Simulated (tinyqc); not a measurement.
A particle near a wafer in liquid: double-layer and van der Waals forces (DLVO), deposition barrier and removal: one step, computed by the program tinyqc.

Sphere and flat wall, Derjaguin approximation, constant potentials in the linear-superposition form, no retardation and no hydration force.

Problem. The curve. U(h) = Z R exp(-kappa h) - A R/(6 h); F(h) = -dU/dh = kappa Z R exp(-kappa h) - A R/(6 h^2), positive for repulsion.

Inputs (values chosen for the exercise, of the order of those for silica on silicon in water): particle radius R = 15 nm; Hamaker constant A = 1.4e-20 J; temperature T = 323 K.

kappa = 0.4613407 1/nm

Z = 2.577245 pN

Constants: k_B = 1.380649e-23 J/K.

Give: the table «Against the gap» with the columns kappa h, U (k_B T), F (pN), for h (nm) = 0.4, 0.6, 1.0, 1.5, 2.5, 4.0, 7.0, 12.0, 20.0, 40.0.

Solution.

Against the gap:
```
h (nm)  kappa h  U (k_B T)      F (pN)
0.4        0.18     -12.41  -2.039e+02
0.6        0.28      -6.51  -8.370e+01
1.0        0.46      -2.38  -2.376e+01
1.5        0.69      -0.89  -6.628e+00
2.5        1.15      -0.40   2.826e-02
4.0        1.85      -0.59   6.298e-01
7.0        3.23      -0.78  -8.351e-03
12.0       5.54      -0.62  -1.728e-01
20.0       9.23      -0.39  -8.575e-02
40.0      18.45      -0.20  -2.187e-02
```

Caution: in rows where h is not small against R, A R/(6 h) overstates the van der Waals term. Caution: in rows with kappa h below 1 linear superposition is only rough.
